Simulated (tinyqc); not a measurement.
# Frequency dispersion of an accumulation capacitance by border traps, distributed model: capacitance and loss against frequency

Traps spread evenly through the insulator exchange electrons with the semiconductor by tunnelling, with tau(x) = t0 exp(2 ka x) at depth x from the interface. The admittance per area Y seen at depth x obeys dY/dx = -Y^2/(i w eps0 eox) + q Nb ln(1 + i w tau)/tau, with Y(0) = i w Cs and w = 2 pi f; the gate sees Y(tox) = G + i w C. Working variable y = Y/(i w), in uF/cm^2. Cox = eps0 eox/tox.

Cox; trap-free value 1/(1/Cox + 1/Cs); response depth d = ln(1/(w t0))/(2 ka), where w tau = 1; lumped estimate: all traps within d act as C_bt = q Nb d placed at d/2, so C = 1/{1/[1/(1/Cs + d/(2 eps0 eox)) + C_bt] + (tox - d/2)/(eps0 eox)}. C and G from a fine integration; dispersion -d C/d log10 f over C, from f times and over 1.1. For a broad spread of time constants G/w is close to -(pi/2) dC/d ln w.

Inputs (values chosen for the exercise); permittivity close to that of zirconium oxide:
```
symbol,value,unit,meaning
eox,21.5,,relative permittivity of the insulator
tox,11,nm,insulator thickness
Cs,1.4,uF/cm^2,semiconductor capacitance in accumulation
Nb,1.9e19,cm^-3 eV^-1,density of border traps
ka,6.4,1/nm,decay constant of the wave function in the insulator
t0,7e-9,s,time constant of a trap at the interface
```

Constants: q = 1.602176634e-19 C, eps0 = 8.8541878128e-14 F/cm where lengths are in cm. Results are converted to the units shown.

The same in every row: trap-free C (uF/cm^2) = 0.7739.

Results:
```
f (Hz)   d (nm)  C (uF/cm^2)  G/w (uF/cm^2)  dispersion (% a decade)  -(pi/2) dC/d ln w (uF/cm^2)  lumped C (uF/cm^2)
10        1.144       0.8857        0.01110                    1.838                      0.01110              0.8780
100      0.9636       0.8694        0.01111                    1.873                      0.01111              0.8619
1000     0.7837       0.8531        0.01113                    1.912                      0.01113              0.8457
1e5      0.4239       0.8204        0.01119                    2.002                      0.01121              0.8130
1e6      0.2441       0.8039        0.01112                    2.054                      0.01126              0.7965
1e7     0.06417       0.7875       0.009850                    1.999                      0.01074              0.7799
```

Estimate the missing row, f = 10000 Hz.

Computed row:
```
f (Hz)  d (nm)  C (uF/cm^2)  G/w (uF/cm^2)  dispersion (% a decade)  -(pi/2) dC/d ln w (uF/cm^2)  lumped C (uF/cm^2)
10000   0.6038       0.8368        0.01116                    1.955                      0.01116              0.8294
```

With this row back in the table: C falls from 0.8857 to 0.7875 uF/cm^2, towards the trap-free 0.7739; each decade of frequency removes ln 10/(2 ka) = 0.180 nm from the response depth. The dispersion goes from 1.84 through a maximum of 2.05 (at f = 1e6 Hz among the rows listed) to 2.00 % a decade and G/w goes from 0.0111 through a maximum of 0.0112 (at f = 1e5 Hz among the rows listed) to 0.00985 uF/cm^2. G/w lies between 0.917 and 1.00 times -(pi/2) dC/d ln w, the relation for a broad spread of time constants.

Computed by the program tinyqc: `OMP_NUM_THREADS=1 python tinyqc.py 2202137 2202138 out.jsonl`, one thread of a shared Intel Xeon 2.30GHz, about 0.7 s for the whole run.
